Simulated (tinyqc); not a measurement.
Surface Green function of a zigzag honeycomb ribbon two chains wide, Sancho-Rubio decimation: densities of states against energy.

A semi-infinite lead of cells 0, 1, 2, ... with H0 inside a cell and H1 = <cell i|H|cell i + 1>. Cell of four sites joined 1-2-3-4 by -t; site 2 joins site 1 of the next cell and site 3 joins site 4 of the next cell. z = E + i eta.

Start with e_s = e = H0, a = H1, b = H1^dagger. Each round: g = (z - e)^(-1); e_s <- e_s + a g b; e <- e + a g b + b g a; a <- a g a; b <- b g b (all with the old a, b). Round k joins cells 2^k apart. Stop when the largest entry of the matrices a and b is below 1e-12 eV; g_s = (z - e_s)^(-1), bulk (z - e)^(-1), density of states -Im Tr/pi. Here eta = 0.001 eV. Open modes are the crossings of E with the bands of H0 + H1 exp(ik) + H1^dagger exp(-ik) for 0 < k < pi.

H0 (eV):
```
    1   2   3   4
1   0  -1   0   0
2  -1   0  -1   0
3   0  -1   0  -1
4   0   0  -1   0
```

H1 (eV):
```
    1  2  3   4
1   0  0  0   0
2  -1  0  0   0
3   0  0  0  -1
4   0  0  0   0
```

Results:
```
E (eV)  open modes  rounds  surface (1/eV)  bulk (1/eV)
-2.82            0       5       7.3997e-4    0.0013910
-1.79            1      15         0.71461      0.43098
-1.28            2      15         0.95639       1.0725
-0.77            1      15         0.62448      0.42753
-0.26            1      15         0.71826      0.44204
0.26             1      15         0.71826      0.44204
0.77             1      15         0.62448      0.42753
1.28             2      15         0.95639       1.0725
1.79             1      15         0.71461      0.43098
2.31             1      14         0.74796      0.67147
2.82             0       5       7.3997e-4    0.0013910
```

Estimate the missing row, E = -2.31 eV.

Computed row:
```
E (eV)  open modes  rounds  surface (1/eV)  bulk (1/eV)
-2.31            1      14         0.74796      0.67147
```

With this row back in the table: The bands of the infinite lead run over -2.56 to -1.00, -1.56 to 0, 0 to 1.56, 1.00 to 2.56 eV. The rounds lie between 5 and 15, 5.0 on average outside the bands and 14.8 inside. The surface density of states is largest at E = -1.28 and 1.28 eV among the rows (0.956 1/eV, bulk 1.07).

Numbers from tinyqc (`OMP_NUM_THREADS=1 python tinyqc.py 2680020 2680021 out.jsonl`; about 0.05 s on one thread of a shared Intel Xeon 2.30GHz).
